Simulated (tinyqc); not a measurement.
# Transfer length from front and end resistance

Inverse problem. A contact of length d and width W has Rc = (Rsh Lt/W) coth(d/Lt) and Re = (Rsh Lt/W)/sinh(d/Lt), with Rsh the sheet resistance under the metal and Lt = sqrt(rc/Rsh). Find Lt, Rsh and rc.

Parameters, values chosen for the exercise:

| symbol | value | unit | meaning |
|---|---|---|---|
| d | 0.68 | um | contact length |
| W | 21 | um | contact width |

Rc = 3.4971523 ohm
Re = 3.0851347 ohm

Answer. Rc/Re = cosh(d/Lt) gives Lt, and Re then gives Rsh.

Lt = 1.330 um
Rsh = 26.00 ohm/sq
rc = 4.600e-7 ohm cm^2

Computed by the program tinyqc: `OMP_NUM_THREADS=1 python tinyqc.py 2760107 2760108 out.jsonl`, one thread of a shared Intel Xeon 2.30GHz, about 0.01 s for the whole run.
